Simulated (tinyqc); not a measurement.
Deal-Grove kinetics of thermal oxidation of silicon: one step, computed by the program tinyqc. Command: `OMP_NUM_THREADS=1 python tinyqc.py 3009854 3009855 out.jsonl oxide walk`. One thread of a shared host (Intel(R) Xeon(R) Processor @ 2.30GHz), about 0.02 s of CPU time with the checks.

Oxidant diffuses through the oxide and reacts at the interface, so that dx/dt = B/(A + 2x) for the oxide thickness x.

Problem. A second oxidation in the same ambient. B = B0 p exp(-E_B/(k_B T)), B/A = (B/A)0 p^m exp(-E_A/(k_B T)), p in atm; A = B/(B/A). Temperatures in kelvin are T(C) + 273.15. Step 2 starts from the thickness x of step 1, with B and A at T2: tau2 = (x^2 + A2 x)/B2 and x2 = (A2/2) [sqrt(1 + 4 B2 (t2 + tau2)/A2^2) - 1].

Inputs (values chosen for the exercise, close to those used for silicon):
```
quantity                       value    unit
prefactor B0                     846  um^2/h
activation energy E_B           1.22      eV
prefactor (B/A)0            3.49e+06    um/h
activation energy E_A           2.01      eV
temperature T                    975       C
oxidant pressure p               0.1     atm
pressure exponent m of B/A      0.76       -
temperature of step 2, T2        900       C
time of step 2, t2              0.25       h
```

Ambient: dry oxygen. Surface: (100). Extension: second step.

oxide thickness x = 0.1035855 um

Constants: k_B = 8.617333262e-05 eV/K.

Give: B2; A2; tau2; thickness after both steps x2.

Solution.

B2 = 4.857e-04 um^2/h

A2 = 0.3454 um

tau2 = 95.77 h

thickness after both steps x2 = 0.1038 um
